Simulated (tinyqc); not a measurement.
From results back to parameters: standing waves and exposure in a photoresist film. Three cases, with inputs chosen for the exercise.

Problem. Bleaching of a resist on an index-matched plate: T(0) = T12 exp(-(A + B) d), T(end) = T12 exp(-B d), T12 = 1 - ((n1 - 1)/(n1 + 1))^2, and the first slope dT/dD = T(0) C A T12 (1 - exp(-(A + B) d))/(A + B). Here d = dT and D is the dose; A, B and C are hidden.

Case 1.

Values chosen (out of a larger set: a resist on polySi, indices near tabulated ones; not measured data): n1 = 1.716 (resist index); dT = 0.705 micrometre (resist thickness on an index-matched plate).

T(0) = 0.706819
T(end) = 0.873297
dT/dD = 0.0034053 cm^2/mJ

Case 2.

Values chosen (out of a larger set: a resist on Al, indices near tabulated ones; not measured data): n1 = 1.667 (resist index); dT = 1.008 micrometre (resist thickness on an index-matched plate).

T(0) = 0.512022
T(end) = 0.856151
dT/dD = 0.0046289 cm^2/mJ

Case 3.

Values chosen (out of a larger set: a resist on polySi, indices near tabulated ones; not measured data): n1 = 1.721 (resist index); dT = 1.163 micrometre (resist thickness on an index-matched plate).

T(0) = 0.436595
T(end) = 0.857093
dT/dD = 0.0061484 cm^2/mJ

Find: A; B; C.

Solution. A = ln(T(end)/T(0))/d, B = ln(T12/T(end))/d, and the slope then gives C.

Case 1.

A = 0.30 1/micrometre
B = 0.09 1/micrometre
C = 0.028 cm^2/mJ

Case 2.

A = 0.51 1/micrometre
B = 0.09 1/micrometre
C = 0.025 cm^2/mJ

Case 3.

A = 0.58 1/micrometre
B = 0.07 1/micrometre
C = 0.032 cm^2/mJ

Computed by tinyqc, one run a case: `OMP_NUM_THREADS=1 python tinyqc.py N N+1 out.jsonl` with N = 1681532, 1681539, 1681572; one thread of a shared Intel(R) Xeon(R) Processor @ 2.30GHz, about 0.01 s a run at most.
